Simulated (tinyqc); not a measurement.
Slater-Koster d bands of a bcc metal: sweeps and comparisons. A value that a table varies takes the place of the one given here.

Slater-Koster d bands. For a bond with direction cosines (l, m, n) the 5 x 5 block is dds Ps + ddp Pp + ddd (1 - Ps - Pp), the projectors on sigma, pi and delta states about the bond; for instance <xy|xy> = 3 l^2 m^2 dds + (l^2 + m^2 - 4 l^2 m^2) ddp + (n^2 + l^2 m^2) ddd, <xy|yz> = 3 l m^2 n dds + l n (1 - 4 m^2) ddp + l n (m^2 - 1) ddd and <3z2-r2|3z2-r2> = (n^2 - (l^2 + m^2)/2)^2 dds + 3 n^2 (l^2 + m^2) ddp + (3/4)(l^2 + m^2)^2 ddd. H(k) sums the blocks times cos(k.R) over the neighbours; the d level is the zero of energy; k in 2 pi/a.

Neighbours: eight at (a/2)(1,1,1) and equivalents, and six at a(1,0,0) and equivalents with the integrals times f2.

Mesh: k = f1 b1 + f2 b2 + f3 b3 with fractions (j + 1/2)/N, j = 0 to N - 1, and b = (-1,1,1), (1,-1,1), (1,1,-1) for fcc, (0,1,1), (1,0,1), (1,1,0) for bcc, unit vectors for simple cubic. The lowest Nd/10 of all levels are filled with two electrons each; the bond energy is their sum per atom.

Parameters, chosen for this exercise (of the size met in W; not measured data):

| symbol | value | unit | meaning |
|---|---|---|---|
| dds | -1.594 | eV | dd sigma |
| ddp | 0.988 | eV | dd pi |
| ddd | -0.08 | eV | dd delta |
| f2 | 0.62 |  | factor on all three integrals for second neighbours |
| N | 10 |  | mesh |

## Band filling: full bands against the rectangular model

W = sqrt(12 mu2) with mu2 the mean square level on the mesh; rectangular model: Fermi level W (Nd/10 - 1/2), bond energy -W Nd (10 - Nd)/20. The Fermi level of the mesh is the highest filled level.

Per atom (eV):

| Nd | EF, bands | bond energy, bands | EF, rectangle | bond energy, rectangle |
|---|---|---|---|---|
| 1 | -4.198 | -4.932 | -4.223 | -4.751 |
| 2 | -3.433 | -8.748 | -3.167 | -8.446 |
| 3 | -2.419 | -11.672 | -2.111 | -11.085 |
| 4 | -0.951 | -13.451 | -1.056 | -12.669 |
| 5 | 0.837 | -13.195 | 0.000 | -13.197 |
| 6 | 1.633 | -11.894 | 1.056 | -12.669 |
| 7 | 2.265 | -10.012 | 2.111 | -11.085 |
| 8 | 2.643 | -7.557 | 3.167 | -8.446 |
| 9 | 3.731 | -4.411 | 4.223 | -4.751 |

W = 10.557 eV
full width on the mesh = 12.916 eV

How do the results move?

The bond energy is deepest at Nd = 4 (-13.451 eV); the rectangle has its minimum at 5. The two differ most at Nd = 7, by 1.074 eV or 8 % of the deepest value: the second moment fixes the parabola, and higher moments the rest. At Nd = 3 and 7 the bands give -11.672 and -10.012 eV, a skew towards less than half filling.

## Which lattice a d-band metal prefers

fcc has twelve neighbours, bcc eight and six (the six times f2), simple cubic six. The integrals of bcc and sc are scaled so that all three have the second moment of fcc, which stands for equal repulsion (structural energy difference theorem). s and p electrons are left out.

Bond energy per atom:

| Nd | fcc (eV) | bcc - fcc (meV) | sc - fcc (meV) |
|---|---|---|---|
| 1 | -5.592 | 271 | 132 |
| 2 | -9.434 | -5 | 95 |
| 3 | -12.255 | -340 | 431 |
| 4 | -13.992 | -522 | 722 |
| 5 | -14.340 | 103 | 772 |
| 6 | -13.423 | 589 | 153 |
| 7 | -11.374 | 572 | -450 |
| 8 | -8.362 | 208 | -977 |
| 9 | -4.488 | -272 | -972 |

scale factors: bcc 1.0790, sc 1.4142

mu3/mu2^1.5: fcc -0.253, bcc -0.265, sc 0.000

mu4/mu2^2: fcc 1.895, bcc 1.820, sc 2.150

largest change of a difference when N is raised to 14 = 52 meV

How do the results move?

fcc is lowest for Nd = 1, 5 and 6. bcc is lowest for Nd = 2, 3 and 4. sc is lowest for Nd = 7, 8 and 9. bcc gains most on fcc at Nd = 4 (-522 meV). A small fourth moment marks a two-peaked band, which tends to favour fillings near one half; bcc has -4 % against fcc, and at Nd = 5 it lies +103 meV from fcc, which the fourth moment alone does not explain (differences of a few tens of meV are within the error of the mesh; hcp is left out, and this d-only model can miss the lattice of the real metal). The third moments, from three-membered rings, skew the bands. That simple cubic wins anywhere comes from keeping d bands and equal second moments alone; no transition metal takes it. Differences below about 52 meV are within the error of this mesh, and the s and p electrons left out weigh most where the d band is nearly empty or full.

## What each integral does

Levels at Gamma, E(t2g) = (8/3) dds + (16/9) ddp + (32/9) ddd + f2 (4 ddp + 2 ddd), E(eg) = (16/3) ddp + (8/3) ddd + f2 (3 dds + 3 ddd), and W = sqrt(12 mu2), the width of a rectangular band with the same second moment mu2 = z (dds^2 + 2 ddp^2 + 2 ddd^2)/5, z = 8 + 6 f2^2. Each row changes one parameter from the base and keeps the others.

Results:

| case | t2g (eV) | eg (eV) | W (eV) |
|---|---|---|---|
| base | -0.4276 | 1.9424 | 10.5573 |
| dds = -1.8331 eV | -1.0652 | 1.4976 | 11.4771 |
| ddp = 1.1362 eV | 0.2034 | 2.7328 | 11.2707 |
| ddd = -0.068 eV | -0.3701 | 1.9967 | 10.5531 |
| f2 = 0.713 | -0.0750 | 1.4753 | 10.9316 |

What does this show?

The largest shifts from the base row, up to three for each result and ties (the steps differ in size, so this ranks the rows, not the parameters). t2g (eV): dds -0.6376, ddp +0.6310, f2 +0.3527. eg (eV): ddp +0.7904, f2 -0.4670, dds -0.4447. W (eV): dds +0.9199, ddp +0.7135, f2 +0.3743. The ratio of the shifts of t2g and eg names the integral: it is the ratio of the coefficients in the two formulas.

(tinyqc, `OMP_NUM_THREADS=1 python tinyqc.py 1450595 1450596 out.jsonl`, Intel(R) Xeon(R) Processor @ 2.30GHz, 1 thread, shared host, about 0.03 s.)
